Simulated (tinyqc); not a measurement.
Inside a calculation. Model: gas flow in a process chamber: flow regimes, conductance, effective pumping speed, pump-down, outgassing and purge. Computed by tinyqc, a small Python program that keeps every step. Command: `OMP_NUM_THREADS=1 python tinyqc.py 3121501 3121502 out.jsonl pump walk`. One thread of a shared host (Intel(R) Xeon(R) Processor @ 2.30GHz), about 0.09 s of CPU time with the checks. Intermediate numbers are printed to about 6 digits and carried at full precision; extremes and crossings named in words are read from the listed rows.

Ideal gas, isothermal flow, a pump of constant speed at the end of a round pipe; process gas, volume gas and outgassing are given the same properties. 1 sccm = 101325 Pa x 1e-6 m^3/60 s x T/273.15 K.

Inputs (values chosen for the exercise, modelled on nitrogen near room temperature): molar mass M = 28.01 g/mol; molecular diameter = 0.37 nm; viscosity eta = 17.8 micropascal s; temperature T = 350 K; chamber volume V = 17 L; wall area = 4.2 m^2; pipe diameter d = 4 cm; pipe length l = 13 cm; pump speed S = 25 L/s; process gas flow = 130 sccm; outgassing rate after 1 h = 6.5e-06 Pa m^3/(s m^2); outgassing exponent n = 1.1; starting pressure p0 = 830 Pa; target base pressure = 0.0003 Pa.

Constants: k_B = 1.380649e-23 J/K; u = 1.6605390666e-27 kg.

## Molecular flow

Mean speed c = sqrt(8 k_B T/(pi m)); aperture conductance C_a = c pi d^2/16; molecular pipe C_m = C_a/(1 + 3 l/(4 d)) (Dushman form); viscous pipe C_v = pi d^4 p_mean/(128 eta l); Knudsen interpolation C = C_v + C_m (1 + x)/(1 + 1.24 x), x = d p_mean sqrt(m/(k_B T))/eta. Effective speed 1/S_eff = 1/S + 1/C_m; time constant V/S_eff; pressure at which the free path k_B T/(sqrt2 pi d_m^2 p) equals d.

mean speed c = 514.357 m/s

C_a = 161.590 L/s

C_m = 47.0080 L/s

S_eff in molecular flow = 16.3204 L/s

time constant = 1.04164 s

pressure where the free path equals d = 0.198620 Pa

The pipe passes on 65 % of the pump speed.

## Process pressure

Steady flow: the pump inlet is at p_2 = Q/S, and the chamber pressure p_1 solves Q = C((p_1 + p_2)/2) (p_1 - p_2). Residence time = p_1 V/Q. Knudsen number = free path at the mean pressure over d.

throughput Q = 281.304 Pa L/s

p_2 = 11.2522 Pa

chamber pressure p_1 = 12.0461 Pa

conductance C = 354.307 L/s

residence time = 0.727981 s

Knudsen number = 0.0170502

The flow in the pipe is transitional.

## Purging a well-mixed chamber

With steady flow a contaminant decays as exp(-t/residence time); gas used = flow x time.

time to dilute 1e3 times = 5.02871 s

time to dilute 1e6 times = 10.0574 s

gas used for 1e6 = 21.7911 standard cm^3

## Pump-down curve

Pump-down: V dp/dt = -S_eff(p) p + q(t) A, with S_eff = S p_2/p, where p_2 solves C((p + p_2)/2) (p - p_2) = S p_2 at each moment, and q(t) = q_1 (1 h/(t + 10 s))^n; integrated adaptively. At long times p = q(t) A/S_eff. S_eff(p) is tabulated at 260 pressures and interpolated in ln p. Comparison columns: p0 exp(-t/time constant) with the molecular S_eff (0 below 1e-26 p0), and the outgassing limit.

Pressure against time:
```
t (s)        p (Pa)  S_eff (L/s)  volume gas only (Pa)  outgassing limit (Pa)
0.3     5.34498e+02      24.9570           6.22298e+02            1.05013e+00
1       1.91943e+02      24.8812           3.17793e+02            9.76860e-01
3       1.14655e+01      23.2802           4.65885e+01            8.12880e-01
10      5.22117e-01      16.8504           5.62013e-02            5.06094e-01
30      2.43642e-01      16.2831           2.57682e-10            2.36101e-01
100     7.93338e-02      16.1348                     0            7.75948e-02
300     2.50704e-02      16.2206                     0            2.48237e-02
1000    6.79160e-03      16.2879                     0            6.77035e-03
3600    1.66905e-03      16.3120                     0            1.66766e-03
20000   2.53543e-04      16.3191                     0            2.53509e-04
100000  4.31845e-05      16.3202                     0            4.31834e-05
```

From t = 10 s on the pressure is within 20 % of the outgassing limit, which falls only as (t + 10 s)^-1.1: walls, not volume, set the time to base pressure. Early on viscous flow raises S_eff to 25.0 L/s, 1.5 times its molecular value.

## Time to base pressure

From the outgassing limit: t = 1 h x (q_1 A/(S_eff p_target))^(1/n) - 10 s; monolayer time at the target = 1e19 m^-2 x 4 k_B T/(p c) for unit sticking.

time to the target = 4.76662 h

monolayer time = 1.25264 s

Checks made by the program: throughput from C and the pressure drop (relative difference 2e-10).
